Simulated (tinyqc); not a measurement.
# Floating body of a partially depleted SOI transistor: body voltage and kink: two studies

Source at 0 V. Channel current Ic = 2 nf K Vt^2 [F(0) - F(Vd)](1 + la Vd), F(V) = ln^2(1 + exp((Vg - VT - nf V)/(2 nf Vt))), VT = VT0 - gb Vb. Saturation voltage Vs = 2 Vt sqrt(F(0)) + 3 Vt, excess Ve = (Vd - Vs + sqrt((Vd - Vs)^2 + 0.0004 V^2))/2, multiplication M1 = Ai Ve exp(-Bl/Ve). Each junction passes D(v) = J1 (exp(v/Vt) - 1) + J2 (exp(v/(2 Vt)) - 1). Bipolar current Ib = bb J1 (exp(Vb/Vt) - 1). The body settles where M1 (Ic + Ib) = D(Vb) + D(Vb - Vd) + Vb/Rb; drain current Id = (1 + M1)(Ic + Ib) - D(Vb - Vd).

Parameters, values chosen for the exercise; values of the order met in partially depleted silicon-on-insulator transistors: temperature T = 300 K; threshold at zero body voltage VT0 = 0.48 V; fall of the threshold per volt of body voltage gb = 0.15; slope factor nf = 1.22; gain factor per width K = 260 uA/(V^2 um); channel-length modulation factor la = 0.02 1/V; impact-ionisation prefactor Ai = 2.4 1/V; impact-ionisation voltage Bl = 6.5 V; diffusion saturation current of each junction J1 = 4.3e-12 uA/um; recombination saturation current of each junction J2 = 1.9e-8 uA/um; gain of the lateral bipolar transistor on the diffusion current bb = 0; resistance of a weak body tie to the source (1e9 stands for no tie, and the term is then dropped) Rb = 3e5 kohm um; gate voltage Vg = 0.79 V; drain voltage Vd = 2.3 V.

Constants: q = 1.602176634e-19 C, kB = 1.380649e-23 J/K, Vt = kB T/q. Results are converted to the units shown.

Each table varies one quantity; the others keep the values above.

## Output curve and kink

Rows with more than one solution for Vb (latch) are left out; dId/dVd by a forward difference over 1e-4 V, swing = 1e-4 V over the change of log10 Id; M1 under 1e-12 is printed as 0.

Results:
```
Vd (V)  Vb (V)        M1  Id, floating (uA/um)  Id, grounded (uA/um)  ratio  dId/dVd, floating (uS/um)  dId/dVd, grounded (uS/um)
1       0.2305  5.958e-5                 12.93                 10.48  1.234                      34.93                     0.2215
1.2     0.5485  5.744e-4                 16.81                 10.53  1.597                      5.181                     0.3256
1.4     0.6023  0.003456                 17.63                 10.62  1.660                      3.503                     0.6152
1.6     0.6366   0.01213                 18.31                 10.79  1.697                      3.470                      1.135
2       0.6807   0.06291                 20.01                 11.55  1.733                      5.395                      2.771
2.2     0.6960    0.1116                 21.25                 12.20  1.741                      6.979                      3.787
```

Estimate the missing row, Vd = 1.8 V.

Computed row:
```
Vd (V)  Vb (V)       M1  Id, floating (uA/um)  Id, grounded (uA/um)  ratio  dId/dVd, floating (uS/um)  dId/dVd, grounded (uS/um)
1.8     0.6616  0.03069                 19.06                 11.09  1.719                      4.174                      1.869
```

With this row back in the table: Vb rises from 0.231 to 0.696 V and the ratio of the currents rises from 1.23 to 1.74. The output conductance with a floating body exceeds the grounded value by the largest factor among the rows, 158, at Vd = 1 V, where Vb = 0.231 V and M1 = 5.96e-5.

## Transfer curve and swing

Same model as above.

Transfer curve and swing:
columns A: Vg (V); B: Vb (V); C: M1; D: Id, floating (uA/um); E: Id, grounded (uA/um); F: ratio; G: swing, floating (mV/decade); H: swing, grounded (mV/decade)
```
A            B       C         D         E      F      G      H
0.03  2.992e-5  0.2863  3.817e-7  3.816e-7  1.000  76.44  76.45
0.13  5.821e-4  0.2862  8.654e-6  8.630e-6  1.003  72.73  72.93
0.23   0.01442  0.2858  2.163e-4  2.020e-4  1.070  68.37  73.33
0.33    0.5524  0.2787   0.04980  0.004479  11.12  73.14  75.96
0.43    0.6244  0.2584    0.6728   0.07894  8.523  112.2  87.36
0.53    0.6633  0.2261     3.289    0.7578  4.340  191.9  124.5
0.63    0.6847  0.1919     8.560     3.308  2.588  301.2  200.4
0.73    0.6974  0.1602     16.28     8.388  1.941  423.2  305.4
0.83    0.7053  0.1319     26.22     15.88  1.651  549.6  423.9
```

Vb rises from 2.99e-5 to 0.705 V. The smallest swing among the rows is 68.4 mV a decade with a floating body (at Vg = 0.23 V) and 72.9 with a grounded one; Vt ln 10 = 59.5. The floating swing is smaller by more than 3 % for Vg = 0.23, 0.33 V, where the rising Vb lowers the threshold as Vg rises. In the first row the floating body raises the current by a factor of 1.00.

Range of the model: The multiplication law is an empirical form chosen for the exercise; self-heating and capacitive coupling to the body are left out, and the linear laws are rough once Vb passes about 0.7 V or M1 about 0.1.

tinyqc, about 0.2 s, one thread, Intel Xeon 2.30GHz (shared host): `OMP_NUM_THREADS=1 python tinyqc.py 2182049 2182050 out.jsonl`
